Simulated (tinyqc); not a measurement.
Inside a calculation. Model: pair-potential crystal by lattice sums. Computed by tinyqc, a small Python program that keeps every step. Command: `OMP_NUM_THREADS=1 python tinyqc.py 3010158 3010159 out.jsonl pairsum walk`. One thread of a shared host (Intel(R) Xeon(R) Processor @ 2.30GHz), about 0.02 s of CPU time with the checks. Intermediate numbers are printed to about 7 digits and carried at full precision; extremes and crossings named in words are read from the listed rows.

Energy per atom E = (1/2) sum over neighbours of phi(r); d is the nearest-neighbour distance.

Inputs (values chosen for the exercise, for model atoms):
```
quantity,value,unit
well depth eps,0.0311,eV
pair minimum r0,2.75,angstrom
cut-off r_c/r0,2.1,-
trial neighbour distance d/r0,0.935,-
repulsive exponent n,14,-
attractive exponent m,6,-
```

Potential: Mie n-m. Structure: fcc.

Constants: 1 eV/angstrom^3 = 160.2176634 GPa.

## Shell sums at the trial distance

phi0(r) = eps [m (r0/r)^n - n (r0/r)^m]/(n - m); shifted-force cut-off: phi(r) = phi0(r) - phi0(r_c) - (r - r_c) phi0'(r_c) for r < r_c, zero beyond. Shells (distance in units of d, count): fcc 1.0000 (12), 1.4142 (6), 1.7321 (24), 2.0000 (12), 2.2361 (24), 2.4495 (8), 2.6458 (48), 2.8284 (6), 3.0000 (36), 3.1623 (24); hcp 1.0000 (12), 1.4142 (6), 1.6330 (2), 1.7321 (18), 1.9149 (12), 2.0000 (6), 2.2361 (12), 2.3805 (12), 2.4495 (6), 2.5166 (6), 2.5820 (12), 2.6458 (24), 2.7080 (6), 2.8868 (12), 3.0000 (12), 3.1091 (24), 3.1623 (12); bcc 1.0000 (8), 1.1547 (6), 1.6330 (12), 1.9149 (24), 2.0000 (8), 2.3094 (6), 2.5166 (24), 2.5820 (24), 2.8284 (24), 3.0000 (32); sc 1.0000 (6), 1.4142 (12), 1.7321 (8), 2.0000 (6), 2.2361 (24), 2.4495 (24), 2.8284 (12), 3.0000 (30), 3.1623 (24); diamond 1.0000 (4), 1.6330 (12), 1.9149 (12), 2.3094 (6), 2.5166 (12), 2.8284 (24), 3.0000 (16). Volumes per atom in d^3: fcc 0.70711, hcp 0.70711, bcc 0.76980, sc 1.00000, diamond 1.53960; hcp has the ideal c/a. Every shell inside the cut-off is summed. List each shell within the cut-off.

Shells:
```
shell,count,r (angstrom),phi (eV),phi' (eV/angstrom),phi'' (eV/angstrom^2)
1,12,2.571250,-0.01894989,-0.1359968,1.380934
2,6,3.636297,-0.00767504,0.0143456,-0.024927
3,24,4.453536,-0.00148681,0.0033211,-0.006099
4,12,5.142500,-0.00021936,0.0008175,-0.001992
5,24,5.749490,-0.00000026,0.0000206,-0.000823
```

## Energy and virial pressure

E = (1/2) sum count x phi; P = -(1/(6 Omega)) sum count x r phi', Omega = 0.707107 d^3.

energy at the trial distance = -0.1558855 eV/atom

pressure at the trial distance = 7.719455 GPa

The pressure is positive, so the lattice wants to expand.

## Equilibrium

Equilibrium: dE/dd = 0 at the lowest minimum with d between 0.78 r0 and 1.45 r0; B = d^2 E''(d)/(9 Omega). Unrelaxed vacancy: removing an atom breaks its bonds (2|E|) and placing it on the surface returns |E|, so E_v = |E|.

equilibrium distance d = 2.714192 angstrom

energy per atom = -0.1952244 eV

bulk modulus B = 23.14953 GPa

unrelaxed vacancy energy = 0.1952244 eV

d is 1.3 % shorter than r0, because further shells pull and the first shell must push back.

## Elastic constants

At zero stress C_ijkl = (1/(2 Omega)) sum (phi'' - phi'/r) R_i R_j R_k R_l / r^2 over all neighbours, on cube axes; so C44 = C12 (Cauchy relation). C' = (C11 - C12)/2.

C11 = 33.01486 GPa

C12 = C44 = 18.21687 GPa

C' = 7.398997 GPa

C' and C44 are positive: the structure is stable against homogeneous shear.

## Ranking of structures

The formulas are those given above.

Each structure at its own equilibrium:
```
structure,neighbours,d (angstrom),E (eV/atom),volume (angstrom^3),B (GPa)
fcc,12,2.714192,-0.1952244,14.13861,23.14953
hcp,12,2.713850,-0.1951954,14.13326,23.17078
bcc,8,2.664605,-0.1833256,14.56386,21.16958
sc,6,2.672318,-0.1207697,19.08378,10.81694
diamond,4,2.699931,-0.0669219,30.30164,3.81375
```

The order is fcc < hcp < bcc < sc < diamond; fcc lies 0.029 meV below hcp. fcc (-0.195224 eV) and hcp (-0.195195 eV) share two shells and differ from the third on. Pair forces reward the number of bonds: diamond reaches only 34 % of the best binding. Caution: each structure is relaxed in d alone and may be unstable against shear; the tiny fcc-hcp difference depends on the cut-off.

Checks made by the program: virial pressure against -dE/dV (relative difference 1e-08); (C11 + 2 C12)/3 against the curvature of E(d) (relative difference 1e-09).
